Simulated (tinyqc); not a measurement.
Two-band model of a narrow-gap semiconductor with electrons and holes: one step, computed by the program tinyqc.

Two parabolic bands with acoustic scattering (r = -1/2, a = 0), a gap that does not change with T, and fully ionised dopants. Melting is ignored, so values above the melting point are formal, and kappa_L does not change with T. eta_n = (E_F - E_c)/(k_B T), eta_p = -eta_n - E_g/(k_B T).

Question. Each band alone. With x = E/(k_B T), a = alpha k_B T (0 for a parabolic band), G = x (1 + a x), D = 1 + 2 a x and <y> = int y f (1 - f) dx, f = 1/(1 + exp(x - eta)): tau = tau_0 G^r/D; transport function s = G^(3/2 + r)/D^2; n = N_0 <G^(3/2)> with N_0 = (2 m k_B T)^(3/2)/(3 pi^2 hbar^3). Integrals over x = E/(k_B T) use 160 Gauss-Legendre points in u = sqrt(x) from 0 to sqrt(max(eta, 0) + 32). sigma = e mu_0 N_0 <s> with mu_0 = e tau_0/m = mu_300 (T/300 K)^(-p); |S| = (k_B/e)(<x s>/<s> - eta); Lorenz number L = (k_B/e)^2 (<x^2 s>/<s> - (<x s>/<s>)^2); kappa_e = L sigma T; zT = S^2 sigma T/(kappa_L + kappa_e). Hall factor r_H = <x^(3/2)> <x^(1/2)>/<s>^2.

Inputs (values chosen for the exercise, modelled on Bi2Te3):

| quantity | value | unit |
|---|---|---|
| electron mass m_n | 0.88 | m_0 |
| hole mass m_p | 1.1 | m_0 |
| electron mobility parameter mu_300,n | 520 | cm^2/(V s) |
| hole mobility parameter mu_300,p | 340 | cm^2/(V s) |
| temperature exponent p | 1.5 | - |
| temperature T | 370 | K |

Doping: n-type.

eta_n = -2.156036

eta_p = -2.548498

Constants: e = 1.602176634e-19 C; m_0 = 9.1093837015e-31 kg; k_B = 1.380649e-23 J/K; hbar = 1.054571817e-34 J s; k_B = 8.617333262e-05 eV/K.

Give: Partial coefficients.

Answer.

Partial coefficients:

| band | sigma (S/cm) | \|S\| (microvolt/K) | L (1e-8 V^2/K^2) | density (1/cm^3) | Hall factor |
|---|---|---|---|---|---|
| electrons | 142.2 | 362.9 | 1.506 | 3.159e+18 | 1.170 |
| holes | 89.32 | 395.2 | 1.499 | 3.019e+18 | 1.173 |

The minority carriers have the larger |S|, since the Fermi level lies farther from their band; they carry 39 % of the conductivity.
